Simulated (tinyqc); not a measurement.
# On-chip interconnect, size-dependent resistivity and RC delay: effects of single changes

A rectangular line between two neighbours and two ground planes. Surface and grain-boundary scattering are added to the bulk resistivity as corrections; capacitances are parallel-plate values without fringing; inductance is ignored.

Parameters, values chosen for the exercise; metal values close to those of tungsten: bulk resistivity rho0 = 5.22 uohm cm; bulk mean free path lam = 15.2 nm; specular share of surface scattering ps = 0.4; reflection coefficient of grain boundaries Rg = 0.38; grain size over the metal width gr = 1.5; drawn line width wd = 19 nm; aspect ratio, height over width AR = 2.3; liner on both walls and the bottom, not conducting tl = 0.9 nm; space to the neighbouring lines sp = 23 nm; dielectric height to the planes above and below hd = 33 nm; relative permittivity of the dielectric ek = 2.2; Miller factor of the neighbours Mf = 0; line length Lw = 210 um; driver resistance Rd = 310 ohm; load capacitance Cl = 1.5 fF; bulk resistivity of the second metal (close to molybdenum) rho2 = 5.21 uohm cm; mean free path of the second metal lam2 = 11.1 nm; liner of the second metal tl2 = 0.4 nm.

Constants: eps0 = 8.8541878128e-12 F/m. Results are converted to the units shown.

Each table varies one quantity; the others keep the values above.

## Delay against the reflection coefficient of grain boundaries

Metal width x = wd - 2 tl, height y = AR wd - tl; grain boundaries (Mayadas-Shatzkes): al = (lam/(gr x)) Rg/(1 - Rg), g = 1/[1 - 3 al/2 + 3 al^2 - 3 al^3 ln(1 + 1/al)] - 1; surfaces (Fuchs-Sondheimer, thick limit): s = (3/8) lam (1 - ps)(1/x + 1/y); rho = rho0 (1 + g + s); r = rho/(x y); c = eps0 ek (2 wd/hd + 2 Mf AR wd/sp). Elmore delay tE = Rd (c Lw + Cl) + r Lw (c Lw/2 + Cl); t50 is the time at which the far end of a ladder of 30 pi sections (half capacitances at both ends, Cl at the far end, a step applied through Rd) reaches half the step; line share r Lw/(Rd + r Lw); estimate 0.69 Rd (c Lw + Cl) + 0.38 r c Lw^2 + 0.69 r Lw Cl.

The same in every row: c (fF/um) = 0.02243.

Result of one run:

| Rg | rho (uohm cm) | r (ohm/um) | tE (ps) | t50 (ps) | estimate (ps) | line share of the resistance (%) |
|---|---|---|---|---|---|---|
| 0.15 | 7.465 | 101.4 | 84.03 | 62.74 | 61.49 | 98.57 |

What becomes of these results when the reflection coefficient of grain boundaries Rg is changed from 0.15 to 0.55, all else the same?

Result of the changed run:

| Rg | rho (uohm cm) | r (ohm/um) | tE (ps) | t50 (ps) | estimate (ps) | line share of the resistance (%) |
|---|---|---|---|---|---|---|
| 0.55 | 11.89 | 161.6 | 132.7 | 99.10 | 97.17 | 99.09 |

The whole series:

| Rg | rho (uohm cm) | r (ohm/um) | tE (ps) | t50 (ps) | estimate (ps) | line share of the resistance (%) |
|---|---|---|---|---|---|---|
| 0.05 | 6.915 | 93.93 | 77.97 | 58.22 | 57.05 | 98.45 |
| 0.15 | 7.465 | 101.4 | 84.03 | 62.74 | 61.49 | 98.57 |
| 0.25 | 8.147 | 110.7 | 91.52 | 68.34 | 66.98 | 98.68 |
| 0.35 | 9.023 | 122.6 | 101.2 | 75.53 | 74.04 | 98.81 |
| 0.45 | 10.20 | 138.6 | 114.1 | 85.23 | 83.56 | 98.95 |
| 0.55 | 11.89 | 161.6 | 132.7 | 99.10 | 97.17 | 99.09 |
| 0.65 | 14.53 | 197.4 | 161.7 | 120.7 | 118.4 | 99.26 |
| 0.75 | 19.25 | 261.4 | 213.6 | 159.5 | 156.4 | 99.44 |

As Rg goes from 0.05 to 0.75, r rises from 93.9 to 261 ohm/um, c stays at 0.0224 fF/um and t50 rises from 58.2 to 159 ps. t50/tE stays at 0.747, and the estimate is within 2.0 % of t50.

## Two metals against line width

Metal width x = wd - 2 tl, height y = AR wd - tl; grain boundaries (Mayadas-Shatzkes): al = (lam/(gr x)) Rg/(1 - Rg), g = 1/[1 - 3 al/2 + 3 al^2 - 3 al^3 ln(1 + 1/al)] - 1; surfaces (Fuchs-Sondheimer, thick limit): s = (3/8) lam (1 - ps)(1/x + 1/y); rho = rho0 (1 + g + s); r = rho/(x y). The second metal has rho2, lam2 and tl2 in place of rho0, lam and tl; ps, Rg, gr and AR are shared.

Results:

| wd (nm) | rho, first (uohm cm) | rho, second (uohm cm) | r, first (ohm/um) | r, second (ohm/um) | ratio second/first |
|---|---|---|---|---|---|
| 5 | 26.27 | 17.22 | 7744 | 3694 | 0.4770 |
| 6.5 | 19.74 | 14.13 | 2989 | 1704 | 0.5700 |
| 8 | 16.32 | 12.31 | 1504 | 950.0 | 0.6314 |
| 13 | 11.47 | 9.453 | 353.3 | 262.7 | 0.7435 |
| 17 | 9.866 | 8.425 | 169.9 | 134.4 | 0.7908 |
| 22 | 8.741 | 7.680 | 87.07 | 72.16 | 0.8288 |
| 30 | 7.761 | 7.014 | 40.41 | 35.01 | 0.8664 |
| 45 | 6.893 | 6.409 | 15.55 | 14.06 | 0.9044 |
| 70 | 6.287 | 5.980 | 5.758 | 5.381 | 0.9345 |
| 120 | 5.840 | 5.660 | 1.796 | 1.723 | 0.9592 |

Estimate the missing row, wd = 10 nm.

Computed row:

| wd (nm) | rho, first (uohm cm) | rho, second (uohm cm) | r, first (ohm/um) | r, second (ohm/um) | ratio second/first |
|---|---|---|---|---|---|
| 10 | 13.69 | 10.80 | 755.3 | 519.5 | 0.6878 |

With this row back in the table: The resistivity of the first metal falls from 26.3 to 5.84 uohm cm and that of the second goes from 17.2 to 5.66 uohm cm as the line widens. The products rho0 lam, which set the size effect, are 79.3 and 57.8 uohm cm nm. The second metal has the lower resistance in every row. For widths well under the mean free path the thick-limit surface term is only a guide.

Computed by the program tinyqc: `OMP_NUM_THREADS=1 python tinyqc.py 2100159 2100160 out.jsonl`, one thread of a shared Intel Xeon 2.30GHz, about 0.01 s for the whole run.
